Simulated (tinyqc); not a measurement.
p-n diode, drift-diffusion by the Gummel loop with Scharfetter-Gummel fluxes: two steps of the calculation.

Abrupt junction at x = 0, p side from -Lp, n side to Ln, ohmic contacts. psi is counted from the intrinsic level; n = ni exp((psi - phin)/Vt), p = ni exp((phip - psi)/Vt). Contacts: p side psi = V - Vt ln(Na/ni), p = Na, n = ni^2/Na; n side psi = Vt ln(Nd/ni), n = Nd, p = ni^2/Nd. Constant mobilities, D = mu Vt, Boltzmann statistics, SRH recombination through a mid-gap level, U = (n p - ni^2)/(tp (n + ni) + tn (p + ni)). Current is positive from the p contact to the n contact.

Parameters, values chosen for the exercise; band and dielectric values those of a made-up semiconductor: temperature T = 350 K; relative permittivity eps_r = 16.6; acceptor density of the p side Na = 8.5e17 cm^-3; donor density of the n side Nd = 7.9e16 cm^-3; hole mobility mup = 240 cm^2/(V s); SRH lifetime of electrons tn = 1e-9 s; SRH lifetime of holes tp = 6e-7 s; uniform generation rate G = 0 cm^-3 s^-1; bias of the p contact V = 1.35 V.

Constants: q = 1.602176634e-19 C, kB = 1.380649e-23 J/K, Vt = kB T/q, eps0 = 8.8541878128e-14 F/cm where lengths are in cm. Results are converted to the units shown.

Problem 1. Poisson equation. With phin and phip held, solve a_i (psi_(i+1) - psi_i) - a_(i-1) (psi_i - psi_(i-1)) + q w_i (p_i - n_i + C_i) = 0 for the inner nodes by Newton steps to convergence; a_i = eps0 eps_r/h_i, h_i = x_(i+1) - x_i, w_i = (h_(i-1) + h_i)/2, C = -Na or +Nd.

| node | x (nm) | phin after round 1 (V) | phip after round 1 (V) |
|---|---|---|---|
| 0 | -1200 | 1.3500000 | 1.3500000 |
| 1 | -546 | 0.0185799 | 1.3499992 |
| 2 | -243 | 0.0068390 | 1.3499989 |
| 3 | -102 | 0.0025510 | 1.3499988 |
| 4 | -37.2 | 0.0007586 | 1.3499987 |
| 5 | -7 | 0.0000864 | 1.3499987 |
| 6 | 7 | 0.0000084 | 1.3499985 |
| 7 | 35.1 | 0.0000029 | 1.3499854 |
| 8 | 91.4 | 0.0000026 | 1.3496246 |
| 9 | 205 | 0.0000024 | 1.3476966 |
| 10 | 431 | 0.0000021 | 1.3430847 |
| 11 | 887 | 0.0000014 | 1.3308492 |
| 12 | 1800 | 0.0000000 | 0.0000000 |

ni = 3.7070719e5 cm^-3

Wanted: psi; n after Poisson; p after Poisson.

Solution 1.

| node | psi (V) | n after Poisson (cm^-3) | p after Poisson (cm^-3) |
|---|---|---|---|
| 0 | 0.49160 | 1.6168e-7 | 8.5000e17 |
| 1 | 0.49160 | 2.4001e12 | 8.5000e17 |
| 2 | 0.49160 | 3.5424e12 | 8.5000e17 |
| 3 | 0.49160 | 4.0837e12 | 8.4997e17 |
| 4 | 0.49185 | 4.3694e12 | 8.4302e17 |
| 5 | 0.50288 | 6.4404e12 | 5.8483e17 |
| 6 | 0.59743 | 1.4841e14 | 2.5445e16 |
| 7 | 0.71995 | 8.6258e15 | 4.3768e14 |
| 8 | 0.78204 | 6.7587e16 | 5.5195e13 |
| 9 | 0.78668 | 7.8826e16 | 4.4395e13 |
| 10 | 0.78676 | 7.9037e16 | 3.7999e13 |
| 11 | 0.78675 | 7.9025e16 | 2.5331e13 |
| 12 | 0.78674 | 7.9000e16 | 1.7395e-6 |

Problem 2. Hole continuity. With psi and the new n held, F_i = (mup Vt/h_i) [p_(i+1) B(-d_i) - p_i B(d_i)], d_i = (psi_(i+1) - psi_i)/Vt, B(d) = d/(exp(d) - 1); solve F_i - F_(i-1) = w_i [(n_i p_i - ni^2)/den_i - G] for the new p, with den = tp (n + ni) + tn (p + ni) taken at the new n and the old p, h_i = x_(i+1) - x_i, w_i = (h_(i-1) + h_i)/2; phip = psi + Vt ln(p/ni).

| node | x (nm) | psi (V) | new n (cm^-3) | p after Poisson (cm^-3) |
|---|---|---|---|---|
| 0 | -1200 | 0.49160195 | 1.6167509e-7 | 8.5e17 |
| 1 | -546 | 0.49160111 | 2.4000718e12 | 8.5000240e17 |
| 2 | -243 | 0.49160074 | 3.5423206e12 | 8.5000351e17 |
| 3 | -102 | 0.49160177 | 4.0836607e12 | 8.4997011e17 |
| 4 | -37.2 | 0.49184916 | 4.3694215e12 | 8.4302499e17 |
| 5 | -7 | 0.50287812 | 6.4403967e12 | 5.8483025e17 |
| 6 | 7 | 0.59742607 | 1.4841120e14 | 2.5444690e16 |
| 7 | 35.1 | 0.71994909 | 8.6258005e15 | 4.3767851e14 |
| 8 | 91.4 | 0.78203910 | 6.7586646e16 | 5.5195403e13 |
| 9 | 205 | 0.78667848 | 7.8825677e16 | 4.4395266e13 |
| 10 | 431 | 0.78675889 | 7.9037013e16 | 3.7998770e13 |
| 11 | 887 | 0.78675374 | 7.9025332e16 | 2.5331452e13 |
| 12 | 1800 | 0.78674269 | 7.9e16 | 1.7395421e-6 |

ni = 3.7070719e5 cm^-3

Find: new p; phip after round 2.

Solution 2.

| node | new p (cm^-3) | phip after round 2 (V) |
|---|---|---|
| 0 | 8.500e17 | 1.350 |
| 1 | 8.500e17 | 1.350 |
| 2 | 8.500e17 | 1.350 |
| 3 | 8.500e17 | 1.350 |
| 4 | 8.430e17 | 1.350 |
| 5 | 5.848e17 | 1.350 |
| 6 | 2.544e16 | 1.350 |
| 7 | 4.377e14 | 1.350 |
| 8 | 5.520e13 | 1.350 |
| 9 | 4.439e13 | 1.348 |
| 10 | 3.800e13 | 1.343 |
| 11 | 2.533e13 | 1.331 |
| 12 | 1.740e-6 | 0.000 |

Computed by the program tinyqc: `OMP_NUM_THREADS=1 python tinyqc.py 2240043 2240044 out.jsonl`, one thread of a shared Intel Xeon 2.30GHz, about 0.1 s for the whole run.
